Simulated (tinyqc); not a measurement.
UKS/PBE0 in the 3-21g basis, for H2-, spin multiplicity 2, step by step. The basis has no diffuse functions, so it cannot describe the extra electron: this is an exercise in the method, not the real anion. One step of it, computed by the program tinyqc.

Problem. Iteration 7 (converged): orbitals. Diagonalise F' = X^T F X, C = X C', fill 2 alpha and 1 beta electrons from the bottom; D(s) = C_occ C_occ^T. Each column has its largest component positive (the first on a tie).

converged F(alpha) (hartree), lower triangle:
```
           1H 1s      1H 2s      2H 1s     2H 2s
1H 1s   0.519909
1H 2s  -0.129640   0.071765
2H 1s  -0.190957  -0.152100   0.519909
2H 2s  -0.152100  -0.004257  -0.129640  0.071765
```

converged F(beta) (hartree), lower triangle:
```
           1H 1s      1H 2s      2H 1s     2H 2s
1H 1s   0.590272
1H 2s  -0.079012   0.134755
2H 1s  -0.201840  -0.143722   0.590272
2H 2s  -0.143722   0.024627  -0.079012  0.134755
```

X, lower triangle:
```
           1H 1s      1H 2s      2H 1s     2H 2s
1H 1s   1.243970
1H 2s  -0.481456   1.720989
2H 1s  -0.070912   0.039193   1.243970
2H 2s   0.039193  -0.752063  -0.481456  1.720989
```

Give: F' = X^T F X; orbital energies; coefficients C; F' = X^T F X; orbital energies; coefficients C; D(alpha) after iteration 7; D(beta) after iteration 7.

Solution.

F' = X^T F X (alpha) (hartree), lower triangle:
```
         1        2        3       4
1   0.9885
2  -0.5402   0.4845
3  -0.2303  -0.0348   0.9885
4  -0.0348  -0.1153  -0.5402  0.4845
```

orbital energies (alpha) (hartree): MO1 -0.0432, MO2 0.3167, MO3 1.1706, MO4 1.5020

coefficients C (alpha):
```
          MO1      MO2      MO3      MO4
1H 1s  0.2294   0.1332   0.8563  -0.9911
1H 2s  0.3744   1.3457  -0.6535   1.1758
2H 1s  0.2294  -0.1332   0.8563   0.9911
2H 2s  0.3744  -1.3457  -0.6535  -1.1758
```

F' = X^T F X (beta) (hartree), lower triangle:
```
         1        2        3       4
1   1.0538
2  -0.5113   0.5691
3  -0.2570  -0.0552   1.0538
4  -0.0552  -0.1526  -0.5113  0.5691
```

orbital energies (beta) (hartree): MO1 0.0090, MO2 0.4732, MO3 1.2042, MO4 1.5591

coefficients C (beta):
```
          MO1      MO2      MO3      MO4
1H 1s  0.2304   0.1214   0.8560  -0.9926
1H 2s  0.3736   1.3597  -0.6539   1.1597
2H 1s  0.2304  -0.1214   0.8560   0.9926
2H 2s  0.3736  -1.3597  -0.6539  -1.1597
```

D(alpha) after iteration 7, lower triangle:
```
         1H 1s    1H 2s   2H 1s   2H 2s
1H 1s   0.0704
1H 2s   0.2652   1.9511
2H 1s   0.0349  -0.0934  0.0704
2H 2s  -0.0934  -1.6707  0.2652  1.9511
```

D(beta) after iteration 7, lower triangle:
```
        1H 1s   1H 2s   2H 1s   2H 2s
1H 1s  0.0531
1H 2s  0.0861  0.1396
2H 1s  0.0531  0.0861  0.0531
2H 2s  0.0861  0.1396  0.0861  0.1396
```
